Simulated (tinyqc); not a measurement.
One-dimensional ballistic tunnel FET, two-band WKB: effect of the band gap with the mass tied to it.

A p-type source for x < 0 with its Fermi level at 0 and its valence edge at ds; in the channel the bands fall as D exp(-x/lam) towards their flat values, with the conduction edge at Ec = ds - dP and D = dP + Eg. The gate moves dP one to one. The drain Fermi level lies at -Vd and the drain side reflects nothing. For w = E - Ec between 0 and dP an electron crosses the gap. Two-band dispersion with equal masses m: inside the gap kappa = sqrt(m u (1 - u/Eg)/C), u the distance from a band edge, C = hbar^2/(2 m0).

The mass follows the gap, m = 0.088 Eg/1.36 eV. S(w) = 2 lam int_0^Eg kappa(u) du/(w + Eg - u) = 2 pi lam sqrt(m/(C Eg)) [w + Eg/2 - sqrt(w (w + Eg))], T(w) = exp(-S). I = g (2 q^2/h) int_0^dP T(w) [f(E) - f(E + Vd)] dw, E = ds - dP + w, f(x) = 1/(1 + exp(x/Vt)). Swing = d(dP)/d(log10 I).

Parameters, values chosen for the exercise; band and dielectric values close to those of indium phosphide:
```
symbol  value  unit                                           meaning
T         300     K                                       temperature
lam       1.5    nm           screening length of the source junction
ds       0.17    eV  source valence edge above the source Fermi level
Vd        0.3     V                                        drain bias
g           1              number of degenerate subbands (spin apart)
dP       0.42    eV        tunnelling window Ev(source) - Ec(channel)
```

Constants: q = 1.602176634e-19 C, kB = 1.380649e-23 J/K, hbar = 1.054571817e-34 J s, h = 6.62607015e-34 J s, m0 = 9.1093837015e-31 kg, Vt = kB T/q, hbar^2/(2 m0) = 0.0380998212 eV nm^2. Results are converted to the units shown.

Effect of the band gap with the mass tied to it:
```
Eg (eV),T(w = dP),I (uA),swing (mV/decade)
0.2,0.8876,13.72,531.2
0.37,0.7005,8.593,450.3
0.54,0.5088,5.003,393.1
0.71,0.3474,2.781,350.9
0.89,0.2201,1.441,316.7
1.06,0.1374,0.7541,291.2
1.23,0.08311,0.3868,270.4
1.4,0.04891,0.1951,253.0
```

What does the comparison show?

T(w = dP) falls from 0.888 to 0.0489 and I falls from 13.7 to 0.195 uA; the swing falls from 531 to 253 mV/decade. With m/Eg fixed, S depends on the gap only through w + Eg/2 - sqrt(w (w + Eg)). For Eg = 0.2, 0.37, 0.54, 0.71, 0.89, 1.06 S at w = dP is below 2, where a WKB prefactor of 1 is a rough guess.

Numbers from tinyqc (`OMP_NUM_THREADS=1 python tinyqc.py 2620113 2620114 out.jsonl`; about 0.01 s on one thread of a shared Intel Xeon 2.30GHz).
